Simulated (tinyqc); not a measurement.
# Read current of a NAND string, cells in series solved by shooting: effect of the bit-line voltage

Cells in series, numbered from 0 at the source line (0 V) to the bit line, each followed by a gap resistance Rg. A cell with gate Vg, threshold VT, source Vs and drain Vd passes I = 2 nf K Vt^2 [F(Vs) - F(Vd)]/(1 + th max(Vg - VT, 0)), F(V) = ln^2(1 + exp((Vg - VT - nf V)/(2 nf Vt))). The selected cell has Vg = Vr, the others Vg = Vp.

For a trial current I start at 0 V and, cell by cell, solve for the drain: sqrt(F(Vd)) = sqrt(F(Vs) - I/k), k = 2 nf K Vt^2/(1 + th max(Vg - VT, 0)), Vd = [Vg - VT - 2 nf Vt ln(exp(sqrt F) - 1)]/nf, then add I Rg. The string current is the I for which the last node reaches Vbl. The apparent threshold is the Vr at which I = Is. Background: all other cells erased (VT = Ve) or all in the highest state (VT = Vh); ratio and shift are high over erased and high minus erased. The string has 32 cells and the selected one is cell 16.

Values chosen for this exercise; values of the order met in vertical NAND strings:
```
symbol  value    unit                                 meaning
T         300       K                             temperature
K         9.1  uA/V^2                   gain factor of a cell
nf        1.3                                    slope factor
th       0.12     1/V               mobility reduction factor
Rg        2.5    kohm     resistance of the gap between cells
Vp        7.1       V                            pass voltage
Ve       -0.8       V             threshold of an erased cell
Vh        3.5       V          threshold of the highest state
Vx        2.4       V          threshold of the selected cell
Is         10      nA                         sensing current
Vr        3.3       V  read voltage on the selected word line
```

Constants: q = 1.602176634e-19 C, kB = 1.380649e-23 J/K, Vt = kB T/q. Results are converted to the units shown.

Result of one run:
columns A: Vbl (V); B: I, others erased (uA); C: I, others high (uA); D: ratio; E: apparent VT, erased (V); F: apparent VT, high (V); G: background shift (mV)
```
A         B       C       D      E      F      G
0.6  0.4989  0.3271  0.6557  2.419  2.423  3.486
```

What becomes of these results when the bit-line voltage Vbl is changed from 0.6 to 0.7 V, all else the same?

Result of the changed run:
columns A: Vbl (V); B: I, others erased (uA); C: I, others high (uA); D: ratio; E: apparent VT, erased (V); F: apparent VT, high (V); G: background shift (mV)
```
A         B       C       D      E      F      G
0.7  0.5625  0.3693  0.6564  2.419  2.423  3.486
```

The whole series:
columns A: Vbl (V); B: I, others erased (uA); C: I, others high (uA); D: ratio; E: apparent VT, erased (V); F: apparent VT, high (V); G: background shift (mV)
```
A          B        C       D      E      F      G
0.1  0.09320  0.06227  0.6681  2.422  2.426  4.140
0.2   0.1831   0.1216  0.6645  2.419  2.423  3.503
0.3   0.2692   0.1780  0.6613  2.419  2.423  3.487
0.4   0.3510   0.2312  0.6586  2.419  2.423  3.486
0.5   0.4279   0.2810  0.6566  2.419  2.423  3.486
0.6   0.4989   0.3271  0.6557  2.419  2.423  3.486
0.7   0.5625   0.3693  0.6564  2.419  2.423  3.486
0.8   0.6166   0.4068  0.6598  2.419  2.423  3.486
```

As Vbl goes from 0.1 to 0.8 V, the current with erased neighbours rises from 0.0932 to 0.617 uA, that with high neighbours rises from 0.0623 to 0.407 uA and the ratio goes from 0.668 through a minimum of 0.656 (at Vbl = 0.6 among the rows listed) to 0.660. The background shift falls from 4.14 to 3.49 mV.

Computed by the program tinyqc: `OMP_NUM_THREADS=1 python tinyqc.py 2142220 2142221 out.jsonl`, one thread of a shared Intel Xeon 2.30GHz, about 0.5 s for the whole run.
